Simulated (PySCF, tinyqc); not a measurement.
Starting guesses with DIIS over 6 matrices: SCF starting guesses in the sto-6g basis, for H4, spin multiplicity 1. Computed by the program tinyqc with PySCF. 

Geometry (angstrom):
```
atom       x       y       z
H     0.0000  0.0000  0.0000
H     0.0000  0.0000  1.2060
H     0.0000  0.0000  3.5670
H     0.0000  0.0000  4.7740
```

lowest restricted solution found by these runs and by PySCF = -2.019988 hartree

RHF with one setting changed at a time; a run stops when the energy changes by less than 1e-09 hartree and the error matrix is below 1e-5. Starts: the lowest orbitals of the core Hamiltonian, of the Wolfsberg-Helmholz matrix (K = 1.75), projected atomic densities, random orbitals, and the highest orbitals of the core Hamiltonian (a deliberately bad start).

Largest element of the error matrix X^T (FDS - SDF) X:
```
iteration     core  Wolfsberg-Helmholz  atomic densities   random  highest core orbitals
1          2.5e-01             1.2e-01           8.6e-03  4.9e-01                2.5e-02
2          2.9e-02             1.3e-02           1.6e-02  5.3e-01                2.6e-01
3          5.3e-04             1.3e-03           4.8e-02  1.2e-01                9.9e-03
4          4.4e-05             8.0e-06           8.0e-02  8.5e-03                1.1e-01
5          2.0e-07             7.8e-08           8.0e-03  2.5e-04                4.7e-02
6          4.0e-08                   -           6.4e-04  1.2e-05                3.7e-01
8                -                   -           4.1e-07        -                1.2e-01
10               -                   -                 -        -                3.0e-01
14               -                   -                 -        -                4.5e-02
```

How each run ends:
```
run                    iterations  E (hartree)         state
core                            6    -2.019988  lowest found
Wolfsberg-Helmholz              5    -2.019988  lowest found
atomic densities                8    -2.019988  lowest found
random                          7    -2.019988  lowest found
highest core orbitals          19    -2.019988  lowest found
```

5 of 5 runs reach the lowest restricted solution found, in 5 to 19 iterations (fastest: Wolfsberg-Helmholz). The first errors are 2e-01, 1e-01, 9e-03, 5e-01, 3e-02. The restricted reference is unstable here: a spin-polarised solution lies 0.0041 hartree lower (PySCF), so results built on it describe a poor reference.
